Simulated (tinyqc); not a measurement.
Minority carriers and saturation current of a heavily doped emitter: one step of the calculation.

n-type, parabolic bands, full ionisation. eta = (EF - Ec)/kB T solves N = Nc F12(eta), F12(x) = (2/sqrt(pi)) int_0^infinity sqrt(u)/(1 + exp(u - x)) du. The gap shrinks rigidly by dEg = E1 [ln(N/N0) + sqrt(ln^2(N/N0) + 0.5)], an empirical law that is here taken as the true narrowing.

Task. Saturation current. 1/tau = Cn N^2 + 1/ts, D = mup Vt, L = sqrt(D tau); J0 = (q p0 D/L)(s + tanh(W/L))/(1 + s tanh(W/L)), s = S L/D; the share recombining inside is 1 - 1/[cosh(W/L)(1 + tanh(W/L)/s)].

Parameters, values chosen for the exercise; band and dielectric values close to those of silicon:
- T = 250 K (temperature)
- N = 1.7e20 cm^-3 (ionised donor density)
- mup = 210 cm^2/(V s) (minority-hole mobility)
- Cn = 3.3e-31 cm^6/s (Auger coefficient)
- ts = 0.16 us (defect lifetime)
- W = 570 nm (emitter width)
- S = 3.2e5 cm/s (recombination velocity at the contact)

Constants: q = 1.602176634e-19 C, kB = 1.380649e-23 J/K, Vt = kB T/q. Results are converted to the units shown.

p0 = 0.0011582523 cm^-3

Find: tau; L; s; J0; share recombining inside.

Result.

tau = 0.10479 ns
L = 217.73 nm
s = 1.5401
J0 = 0.038647 fA/cm^2
share recombining inside = 91.163 %

The emitter is opaque: W exceeds two diffusion lengths, and the contact matters little.

Range of the model: Band tails, non-parabolic bands and incomplete ionisation are left out.

Numbers from tinyqc (`OMP_NUM_THREADS=1 python tinyqc.py 2330143 2330144 out.jsonl`; about 0.01 s on one thread of a shared Intel Xeon 2.30GHz).
